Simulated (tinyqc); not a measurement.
# One-sided p+-n junction, ionisation integral and breakdown: two studies

A p+ layer at x < 0 and an n drift layer from x = 0. Depletion approximation, built-in voltage neglected. Local ionisation coefficients alpha_n = an exp(-(bn/E)^mx), alpha_p = ap exp(-(bp/E)^mx). Electrons move towards +x, holes towards x = 0.

Inputs (values chosen for the exercise); material values close to those of indium phosphide:

| symbol | value | unit | meaning |
|---|---|---|---|
| eps_r | 12.7 |  | relative permittivity |
| an | 1.05e7 | 1/cm | prefactor of the electron ionisation coefficient |
| bn | 3.25e6 | V/cm | field constant for electrons |
| ap | 4.5e6 | 1/cm | prefactor of the hole ionisation coefficient |
| bp | 2.67e6 | V/cm | field constant for holes |
| mx | 1 |  | exponent |
| mu | 4770 | cm^2/(V s) | electron mobility of the drift layer |
| N | 1.9e16 | cm^-3 | donor density of the drift layer |

Constants: q = 1.602176634e-19 C, eps0 = 8.8541878128e-14 F/cm where lengths are in cm. Results are converted to the units shown.

Each table varies one quantity; the others keep the values above.

## Multiplication against voltage

W = sqrt(2 eps0 eps_r V/(q N)), peak field E0 = q N W/(eps0 eps_r), falling linearly to 0 at W. G(x) = integral from 0 to x of (alpha_n - alpha_p); I_n = integral of alpha_n exp(-G) (electrons injected at x = 0), I_p = integral of alpha_p exp(G(end) - G) (holes injected at the far edge); M = 1/(1 - I). Integrals on a fine grid; BV is where I_n = 1. Here BV = 58.1254 V; the Miller exponent is n = ln(1 - 1/M)/ln(V/BV).

Result of one run:

| V (V) | E0 (kV/cm) | I_n | I_p | M_n | M_p | Miller n, electrons | Miller n, holes |
|---|---|---|---|---|---|---|---|
| 55.8 | 550 | 0.848 | 0.890 | 6.59 | 9.11 | 4.03 | 2.85 |

What becomes of these results when the reverse voltage V is changed from 55.8 to 34.9 V, all else the same?

Result of the changed run:

| V (V) | E0 (kV/cm) | I_n | I_p | M_n | M_p | Miller n, electrons | Miller n, holes |
|---|---|---|---|---|---|---|---|
| 34.9 | 435 | 0.107 | 0.186 | 1.12 | 1.23 | 4.38 | 3.30 |

The whole series:

| V (V) | E0 (kV/cm) | I_n | I_p | M_n | M_p | Miller n, electrons | Miller n, holes |
|---|---|---|---|---|---|---|---|
| 23.3 | 355 | 0.0134 | 0.0340 | 1.01 | 1.04 | 4.72 | 3.70 |
| 29.1 | 397 | 0.0437 | 0.0903 | 1.05 | 1.10 | 4.53 | 3.48 |
| 34.9 | 435 | 0.107 | 0.186 | 1.12 | 1.23 | 4.38 | 3.30 |
| 40.7 | 469 | 0.218 | 0.326 | 1.28 | 1.48 | 4.27 | 3.14 |
| 46.5 | 502 | 0.394 | 0.510 | 1.65 | 2.04 | 4.17 | 3.01 |
| 50 | 520 | 0.538 | 0.642 | 2.16 | 2.79 | 4.12 | 2.95 |
| 53.5 | 538 | 0.714 | 0.787 | 3.49 | 4.70 | 4.07 | 2.88 |
| 55.8 | 550 | 0.848 | 0.890 | 6.59 | 9.11 | 4.03 | 2.85 |
| 57.3 | 557 | 0.944 | 0.960 | 17.9 | 25.3 | 4.01 | 2.82 |

M_n rises from 1.014 to 17.9 and M_p from 1.035 to 25.3; both diverge at BV. The Miller exponent for electrons falls from 4.72 to 4.01 and that for holes falls from 3.70 to 2.82, so one exponent describes neither over the whole range. The larger multiplication belongs to holes, whose coefficient at the peak field of the last row is 1.21 times the other.

## Effect of the drift doping

Same model as above.

Specific on-resistance Ron = W/(q mu N) with constant mobility and full ionisation.

Effect of the drift doping:

| N (cm^-3) | BV (V) | E0 at BV (kV/cm) | W at BV (um) | Ron (mohm cm^2) | BV^2/Ron (MW/cm^2) | eps0 eps_r mu E0^3/4 (MW/cm^2) |
|---|---|---|---|---|---|---|
| 1.6e15 | 370 | 411 | 18.0 | 1.47 | 92.9 | 92.9 |
| 3e15 | 228 | 442 | 10.3 | 0.451 | 115 | 115 |
| 5.8e15 | 139 | 479 | 5.79 | 0.131 | 147 | 147 |
| 1.1e16 | 86.3 | 520 | 3.32 | 0.0395 | 189 | 189 |
| 2.1e16 | 54.1 | 569 | 1.90 | 0.0119 | 247 | 247 |
| 4.1e16 | 33.9 | 629 | 1.08 | 0.00344 | 334 | 334 |
| 7.9e16 | 21.7 | 699 | 0.621 | 0.00103 | 458 | 458 |
| 1.5e17 | 14.3 | 782 | 0.366 | 3.19e-4 | 640 | 640 |

BV falls from 370 to 14.3 V while the critical field rises from 411 to 782 kV/cm. BV goes as N^(-0.77) between the first two rows and N^(-0.65) between the last two (a coefficient proportional to E^7 gives -0.75 without punch-through). Ron goes as BV^(2.59) over the table; the last two columns agree since BV = E0 W/2 and N = eps0 eps_r E0/(q W). For N = 7.9e16, 1.5e17 the layer is under 0.5 um wide or BV under 34 V, so dead space, tunnelling and the built-in voltage, all left out, matter.

Numbers from tinyqc (`OMP_NUM_THREADS=1 python tinyqc.py 2120130 2120131 out.jsonl`; about 0.06 s on one thread of a shared Intel Xeon 2.30GHz).
